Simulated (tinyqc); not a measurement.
Hydrogen passivation of interface dangling bonds: competing passivation and dissociation with distributed barriers: one step, computed by the program tinyqc.

P_b + H2 gives P_bH + H at the rate k_f [H2]; P_bH gives P_b + H at the rate k_d. All defects start unpassivated. E_f and E_d are Gaussian and independent.

Question. Distributed barriers. [H2] = solubility factor x p; a = k_f0 [H2] exp(-E_f/(k_B T)), d = k_d0 exp(-E_d/(k_B T)). For one pair of barriers the active share is y = [d + a exp(-(a + d) t)]/(a + d). Temperatures in kelvin are T(C) + 273.15. Average y over both Gaussians with 40 x 40 Gauss-Hermite points. Active density N0 y; threshold shift if each active defect holds one charge, e N0 y t_ox/(3.9 eps_0).

Inputs (values chosen for the exercise, close to those used for P_b centres at the silicon-oxide interface): defect density N0 = 2.3e+12 1/cm^2; passivation prefactor k_f0 = 5.6e-07 cm^3/s; mean passivation barrier E_f = 1.51 eV; spread sigma_f = 0.044 eV; dissociation prefactor k_d0 = 3.2e+12 1/s; mean dissociation barrier E_d = 2.7 eV; spread sigma_d = 0.058 eV; H2 in the oxide per atm, solubility factor = 1.6e+18 1/(cm^3 atm); hydrogen pressure p = 1 atm; anneal temperature T = 475 C; anneal time t = 580 s; oxide thickness = 3.8 nm.

Constants: k_B = 8.617333262e-05 eV/K; e = 1.602176634e-19 C; eps_0 = 8.8541878128e-12 F/m.

Give: active share y; active density; threshold shift.

Answer.

active share y = 6.5089e-08

active density = 1.4971e+05 1/cm^2

threshold shift = 2.6395e-05 mV

Caution: densities below a few 1e9 per cm^2 are formal: other defects set the floor in real interfaces.
